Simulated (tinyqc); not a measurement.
Changing the growth temperature T: precursor delivery by bubblers, mass-transport growth and the solid composition of a III-V alloy. Computed by tinyqc, a small Python program. Command: `OMP_NUM_THREADS=1 python tinyqc.py 3015241 3015242 out.jsonl movpe_thermo sweep`. One thread of a shared host (Intel(R) Xeon(R) Processor @ 2.30GHz), about 0.01 s of CPU time with the checks.

1 sccm = 44.615 micromol/min; 1 torr = 133.322 Pa. The sources decompose fully at the surface.

Inputs (values chosen for the exercise, modelled on trimethylgallium (source 1) and trimethylindium (source 2) for the vapour pressures):

| quantity | value | unit |
|---|---|---|
| bath temperature T1 | 279 | K |
| bath temperature T2 | 303 | K |
| bubbler pressure p_b | 760 | torr |
| carrier flow F1 | 22 | sccm |
| carrier flow F2 | 92 | sccm |
| total flow F_t | 27 | slm |
| group-V flow F_V | 40 | sccm |
| reactor pressure p | 40 | torr |
| diffusivity at 273 K and 760 torr | 0.3 | cm^2/s |
| flow cross-section A | 34 | cm^2 |
| distance from the leading edge z | 5.6 | cm |
| lattice constant a | 5.53 | angstrom |
| interaction L0 of the solid | 10.4 | kJ/mol |
| log10 of p_B,eq over pure BC at 1000 K and 1 torr of group V (exaggerated: liquid indium has about -4.1) | -2.3 | log10 torr |
| enthalpy of that equilibrium H | 320 | kJ/mol |

Alloy: mixing on the group-III sites, with desorption of B.

constants a, b of source 1 (log10 torr, K): 8.085  1703

constants a, b of source 2 (log10 torr, K): 10.53  3014

Constants: k_B = 1.380649e-23 J/K; R = 8.314462618 J/(mol K).

Method:
- log10 p_v = a - b/T_bath; molar flow = F x 44.615 x p_v/(p_b - p_v) for a saturated bubbler.
- p_i = p n_i/(44615 F_t), F_t in slm; p_V = p F_V/(1000 F_t), counted per molecule supplied; V/III = 44.615 F_V/(n1 + n2); vapour fraction of source 2 = n2/(n1 + n2).
- Mean velocity u = (F_t/A)(760/p)(T/273); D = D0 (T/273)^1.75 (760/p); boundary layer delta = sqrt(pi D z/u); flux = D dp/(delta k_B T); growth rate = flux x a^3/4.
- A sticks fully. B desorbs: its surface pressure is p_B* = x gamma_B K/sqrt(p_V), ln gamma_B = L0 (1 - x)^2/(R T), K = 10^(log10 K at 1000 K) exp[-(H/R)(1/T - 1/1000)], p_V in torr. With equal diffusivities x = (p_2 - p_B*)/(p_1 + p_2 - p_B*). Growth rate = rate per torr x p_1/(1 - x).

One run for each value:

| growth temperature T (K) | solid fraction x | growth rate (micrometre/h) | growth rate per torr of group III (micrometre/(h torr)) |
|---|---|---|---|
| 800 | 1.2794e-01 | 3.9172 | 727.25 |
| 850 | 1.2658e-01 | 4.0010 | 743.97 |
| 900 | 1.1222e-01 | 4.0215 | 760.09 |
| 950 | 4.9762e-02 | 3.8342 | 775.66 |
| 1000 | 9.1921e-03 | 3.7486 | 790.72 |
| 1050 | 1.6166e-03 | 3.7888 | 805.32 |
| 1100 | 3.2437e-04 | 3.8505 | 819.50 |
| 1150 | 7.4531e-05 | 3.9143 | 833.27 |

Describe and explain the trends.

Over the rows, solid fraction x falls from 0.128 to 7.45e-5 (exponent d ln y / d ln x -0.18 between the first rows and -33 between the last); growth rate (micrometre/h) lies between 3.75 and 4.02 without a single trend; growth rate per torr of group III (micrometre/(h torr)) rises from 727 to 833 (exponent d ln y / d ln x about 0.37 throughout). The rate per torr depends on T only weakly, as T^(1.75 - 1 - 0.375); pyrolysis limits at low T are left out.

Caution (all rows): so low a V/III ratio is near the limit of smooth growth.

Extremes, crossings and ranges named in words are read from the listed rows.
